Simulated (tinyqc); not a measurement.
From void density N back to cooling rate q: nucleation and growth of vacancy voids in a cooling silicon-like crystal. Computed by tinyqc, a small Python program. Command: `OMP_NUM_THREADS=1 python tinyqc.py 3005786 3005787 out.jsonl voids inv`. One thread of a shared host (Intel(R) Xeon(R) Processor @ 2.30GHz), about 0.9 s of CPU time with the checks.

Spherical voids; vacancies are lost only to voids.

Inputs (values chosen for the exercise, for a model crystal):

| quantity | value | unit |
|---|---|---|
| vacancy density at the melting point C_m | 4.6e+14 | 1/cm^3 |
| formation energy E_f | 4.14 | eV |
| melting point T_m | 1685 | K |
| diffusion prefactor D0 | 0.0016 | cm^2/s |
| migration energy E_m | 0.48 | eV |
| site density rho | 5e+22 | 1/cm^3 |
| void surface energy gamma | 0.969 | J/m^2 |
| ratio (V/G)/xi_c | 2.43 | - |
| limit of the excess at high V/G | 1.2e+14 | 1/cm^3 |
| temperature step | 0.125 | K |

Vacancy supply: from V/G.

Constants: k_B = 8.617333262e-05 eV/K; k_B = 1.380649e-23 J/K.

Method:
- C = C_x (u - 1)/(u + 0.2) with u = (V/G)/xi_c, a form chosen for the exercise.
- C_e = C_m exp[-(E_f/k_B)(1/T - 1/T_m)]; D = D0 exp(-E_m/(k_B T)); f = k_B T ln(C/C_e); r* = 2 gamma/(rho f); W* = 16 pi gamma^3/(3 rho^2 f^2); Z = f/sqrt(12 pi W* k_B T); I = rho Z (4 pi r* D C) exp(-W*/(k_B T)).
- March down from 1500 K in steps dT, dt = dT/q, with values at the upper end of each step: a class of I dt voids is born with r*; then all classes grow by r^2 += 2 D (C - C_e) dt/rho; C falls by the vacancies added to voids. Stop at 1150 K. T_n is the T of the largest I, N the final count (classes under 1e-6 /cm^3 are dropped), and the mean radius the number average.

Question. A run gave the result below. Find the cooling rate q, known to lie between 2.2 and 6.7 K/min.

void density N = 3.659551e+06 1/cm^3

Answer.

Each step takes the trial c = (a f_b - b f_a)/(f_b - f_a), f being the result less the target and a, b, c the logarithms of the listed values; c replaces end b, the old b replaces a if the sign of f changed, and otherwise f_a is halved.

Scan of the range:

| cooling rate q (K/min) | void density N (1/cm^3) |
|---|---|
| 2.20 | 1.75731e+06 |
| 2.65 | 2.31542e+06 |
| 3.19 | 3.04788e+06 |
| 3.84 | 4.01198e+06 |
| 4.62 | 5.27687e+06 |
| 5.57 | 6.96192e+06 |
| 6.70 | 9.15387e+06 |

False position (Illinois rule, in the logarithm of the input) inside the bracket:

| step | end a | end b | trial | void density N (1/cm^3) |
|---|---|---|---|---|
| 1 | 3.19000 | 3.84000 | 3.58830 | 3.62849e+06 |
| 2 | 3.84000 | 3.58830 | 3.60806 | 3.65814e+06 |
| 3 | 3.84000 | 3.60806 | 3.60985 | 3.66083e+06 |
| 4 | 3.60806 | 3.60985 | 3.60900 | 3.65955e+06 |
| 5 | 3.60985 | 3.60900 | 3.60900 | 3.65955e+06 |

Void density N rises at every point of a 13-point scan of the range (every second point is shown), so one value fits; it is bracketed by 3.19 and 3.84. Answer: cooling rate q = 3.609 K/min.
